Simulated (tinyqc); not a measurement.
Mesh and choice of bands: charge neutrality level from zone-averaged pseudopotential bands.

Empirical pseudopotential on the fcc lattice, atoms at +/- tau, tau = a (1,1,1)/8, no spin-orbit coupling. H(G,G') = c (2 pi/a)^2 |k + G|^2 delta + VS(q) cos(q.tau) + i VA(q) sin(q.tau), q = G - G', c = hbar^2/2m0; k and G in units of 2 pi/a; VS at |q|^2 = 3, 8, 11 and VA at 3, 4, 11, in rydberg, zero elsewhere. At each k the basis holds all G with |k + G|^2 up to 16; energies are counted from the fourth level at Gamma.

Mesh: k = sum_i (n_i + 1/2)/N b_i, n_i = 0 ... N - 1, b = (-1,1,1), (1,-1,1), (1,1,-1); points with the same sorted |kx|, |ky|, |kz| after folding to the shortest k + G are joined, with their count as weight. Neutrality (branch-point) level: E_N = (1/2) mean over k of [E5 + (E3 + E4)/2], E_n the n-th level from below.

Constants: hbar^2/2m0 = 3.80998211 eV angstrom^2; Ry = 13.60569312 eV.

Parameters, chosen for this exercise (out of a larger set: classic local form factors of the size used for Ge, without spin-orbit coupling; not measured data):
- a = 5.656 angstrom (lattice constant)
- VS = (-0.228, 0.01, 0.059) Ry (symmetric form factors)
- VA = (0, 0, 0) Ry (antisymmetric form factors)

E_N with E5 alone, and with (E5 + E6)/2 in its place.

Results:
```
N  joined points  E_N (eV)  E_N, two conduction bands (eV)
1              1   -0.1220                          0.6925
2              2   -0.2113                          0.5169
3              6    0.0507                          0.4261
4             10    0.0210                          0.4427
5             19    0.0345                          0.4329
```

What can be read from this table?

For scale, the lowest gap of this set is 0.87 eV. Against N = 5 the errors are -156, -246, +16 and -14 meV for N = 1 to 4 (N = 1 is the L point alone). Taking the second conduction band in moves E_N by +0.40 eV, more than the mesh error at N = 2: the definition, not the mesh, limits the estimate. Local form factors place the indirect gaps only to a few tenths of an eV, and E_N moves with them.

tinyqc: `OMP_NUM_THREADS=1 python tinyqc.py 1850191 1850192 out.jsonl`; about 0.1 s, one thread, shared Intel(R) Xeon(R) Processor @ 2.30GHz.
